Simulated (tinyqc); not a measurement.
Inputs raised by 5 %, one at a time: thermal, flicker and telegraph noise of a field-effect transistor. Computed by tinyqc, a small Python program. Command: `OMP_NUM_THREADS=1 python tinyqc.py 3015269 3015270 out.jsonl noise sens`. One thread of a shared host (Intel(R) Xeon(R) Processor @ 2.30GHz), about 0.01 s of CPU time with the checks.

Strong inversion, threshold roll-off and channel-length modulation left out; noise sources are uncorrelated and are given as one-sided spectral densities.

Inputs (values chosen for the exercise, modelled on a silicon n-channel): width W = 7.1 micrometre; length L = 37 nm; electrical oxide thickness t = 1.5 nm; mobility mu = 360 cm^2/(V s); saturation velocity v_s = 0.72 1e7 cm/s; overdrive V_ov = 0.21 V; thermal noise factor gamma = 0.98; oxide trap density N_t = 6.5e+15 1/(eV cm^3); oxide barrier phi = 2.8 eV; oxide mass m_ox = 0.23 m_0; Hooge parameter alpha_H = 0.00039; frequency f = 30 Hz; temperature T = 300 K.

Operating region: saturation. Flicker model: Hooge.

Constants: eps_0 = 8.8541878128e-12 F/m; hbar = 1.054571817e-34 J s; m_0 = 9.1093837015e-31 kg; e = 1.602176634e-19 C; k_B = 8.617333262e-05 eV/K; k_B = 1.380649e-23 J/K.

Method:
- C_ox = 3.9 eps_0/t; V_c = 2 v_s L/mu; I = W C_ox v_s V_ov^2/(V_ov + V_c); g_m = W C_ox v_s V_ov (V_ov + 2 V_c)/(V_ov + V_c)^2; g_d0 = mu C_ox (W/L) V_ov.
- Tunnelling length lambda = hbar/(2 sqrt(2 m_ox phi)); flat-band noise S_Vfb = e^2 k_B T lambda N_t/(W L C_ox^2 f). Hooge: S_I = I^2 alpha_H/(f N), N = W L C_ox V_ov/e (the source-end density).
- Thermal: S_I = 4 k_B T gamma g_d0; input-referred S_V = S_I/g_m^2; corner f_c where flicker equals thermal.
- Total input noise from 1 Hz to f_c: sqrt(S_V,thermal [f_c ln(f_c/1 Hz) + f_c - 1 Hz]).

Runs; columns: (1) input moved; (2) from; (3) to; (4) input-referred thermal noise (nV/sqrt(Hz)); (5) flicker S_I/I^2 (1/Hz); (6) input noise up to f_c (microvolt); (7) g_m (microsiemens):
```
(1)                                    (2)        (3)     (4)         (5)     (6)    (7)
base run                                 -          -  2.3866  1.6400e-09  147.63   9757
width W (micrometre)                   7.1      7.455  2.3291  1.5619e-09  144.07  10245
length L (nm)                           37      38.85  2.3574  1.5619e-09  142.72   9640
electrical oxide thickness t (nm)      1.5      1.575  2.4455  1.7220e-09  151.27   9292
mobility mu (cm^2/(V s))               360        378  2.4175  1.6400e-09  148.84   9870
Hooge parameter alpha_H            0.00039  0.0004095  2.3866  1.7220e-09  151.46   9757
temperature T (K)                      300        315  2.4455  1.6400e-09  147.45   9757
oxide barrier phi (eV)                 2.8       2.94  2.3866  1.6400e-09  147.63   9757
```

Exponents ln(y'/y) / ln(x'/x):
```
input                         input-referred thermal noise  flicker S_I/I^2  input noise up to f_c     g_m
width W                                             -0.500               -1                 -0.500   1.000
length L                                            -0.252               -1                 -0.692  -0.248
electrical oxide thickness t                         0.500                1                  0.500  -1.000
mobility mu                                          0.264                0                  0.167   0.236
Hooge parameter alpha_H                              0.000                1                  0.525   0.000
temperature T                                        0.500                0                 -0.025   0.000
oxide barrier phi                                    0.000                0                  0.000   0.000
```

Among the inputs moved here: input-referred thermal noise answers most in size to width W (exponent -0.500), and about equally to electrical oxide thickness t (+0.500), temperature T (+0.500); its exponent is below 0.0005 for Hooge parameter alpha_H, oxide barrier phi. Its exponent -0.500 in width W: parallel devices average. Flicker S_I/I^2 answers most in size to width W (exponent -1.000), and about equally to length L (-1.000), electrical oxide thickness t (+1.000), Hooge parameter alpha_H (+1.000); its exponent is below 0.0005 for mobility mu, temperature T, oxide barrier phi. Its exponent -1.000 in length L: area averaging. Input noise up to f_c answers most in size to length L (exponent -0.692), next to Hooge parameter alpha_H (+0.525); its exponent is below 0.0005 for oxide barrier phi. g_m answers most in size to width W (exponent +1.000), and about equally to electrical oxide thickness t (-1.000); its exponent is below 0.0005 for Hooge parameter alpha_H, temperature T, oxide barrier phi.
